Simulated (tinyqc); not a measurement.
# Changing the voltage V

Model: leakage currents through a thin dielectric. Computed by tinyqc, a small Python program. Command: `OMP_NUM_THREADS=1 python tinyqc.py 3012373 3012374 out.jsonl leak sweep`. One thread of a shared host (Intel(R) Xeon(R) Processor @ 2.30GHz), about 0.1 s of CPU time with the checks.

Electrons leave an electrode with Fermi energy E_F above its band bottom; barriers are counted from the Fermi level, and both electrodes are alike.

Inputs (values chosen for the exercise, modelled on Al2O3):
```
quantity                           value  unit
barrier height phi_B                2.63    eV
tunnelling mass m                   0.28   m_0
static permittivity k               9.32     -
optical permittivity k_o            3.23     -
trap depth phi_t                     1.2    eV
Poole-Frenkel prefactor sigma_0  1.2e-05  S/cm
thickness t                          9.6    nm
electrode Fermi energy E_F           5.8    eV
electrode mass m_e                   0.3   m_0
temperature T                        398     K
```

Stack: single layer.

Constants: m_0 = 9.1093837015e-31 kg; e = 1.602176634e-19 C; hbar = 1.054571817e-34 J s; k_B = 8.617333262e-05 eV/K; k_B = 1.380649e-23 J/K; eps_0 = 8.8541878128e-12 F/m; h = 6.62607015e-34 J s.

Method:
- Field F = V/t; equivalent oxide thickness 3.9 t/k.
- WKB: a layer of mass m, field F and barrier b(x) = b_0 - e F x gives the exponent (4 sqrt(2 m)/(3 hbar e F)) [b_0^(3/2) - max(b_0 - e F t, 0)^(3/2)] for b_0 > 0; b_0 = barrier - (E - E_F); the transmission is D(E) = exp(-sum of exponents), without image force.
- Tsu-Esaki: J = (e m_e k_B T/(2 pi^2 hbar^3)) int D(E) ln[(1 + exp((E_F - E)/k_B T))/(1 + exp((E_F - eV - E)/k_B T))] dE over the normal energy E (its change with the mass at an interface is neglected) from max(0, E_F - 3 eV) to E_F + largest barrier, by 100 Gauss-Legendre points in each part, split at E_F - 0.3 eV (if inside the range) and E_F + 8 k_B T.
- The mean energy weights E - E_F by the integrand.
- Schottky emission J = A T^2 exp(-(phi_B - sqrt(e^3 F/(4 pi k_o eps_0)))/k_B T), A = 4 pi e m k_B^2/h^3 with the tunnelling mass; Poole-Frenkel J = sigma_0 F exp(-(phi_t - sqrt(e^3 F/(pi k_o eps_0)))/k_B T); both use the field F of the dielectric.

One run for each value:
```
voltage V (V)  tunnel current density (A/cm^2)  Poole-Frenkel current density (A/cm^2)  transmission D(E_F)
0.20                                5.3196e-27                              4.3986e-13           1.1143e-36
0.41                                1.8211e-26                              1.0207e-11           6.4443e-36
0.59                                4.9116e-26                              7.3193e-11           3.0277e-35
0.85                                2.3822e-25                              7.2883e-10           3.0600e-34
1.20                                3.1951e-24                              9.1038e-09           8.1688e-33
1.70                                3.9499e-22                              1.7694e-07           1.3844e-30
2.50                                1.4314e-17                              8.4855e-06           3.7355e-26
3.60                                4.9563e-11                              6.4993e-04           1.3986e-18
```

Give the missing row, voltage V (V) = 0.29.

Computed row:
```
voltage V (V)  tunnel current density (A/cm^2)  Poole-Frenkel current density (A/cm^2)  transmission D(E_F)
0.29                                9.3106e-27                              2.0090e-12           2.3492e-36
```

Interpolating between the two neighbouring rows (the first column on a logarithmic scale, the others too where they are positive) misses most in transmission D(E_F), by 18 %. Over the rows, tunnel current density (A/cm^2) rises from 5.32e-27 to 4.96e-11 (exponent d ln y / d ln x 1.5 between the first rows and 41 between the last); Poole-Frenkel current density (A/cm^2) rises from 4.40e-13 to 6.50e-4 (exponent d ln y / d ln x 4.1 between the first rows and 12 between the last); transmission D(E_F) rises from 1.11e-36 to 1.40e-18 (exponent d ln y / d ln x 2.0 between the first rows and 48 between the last).
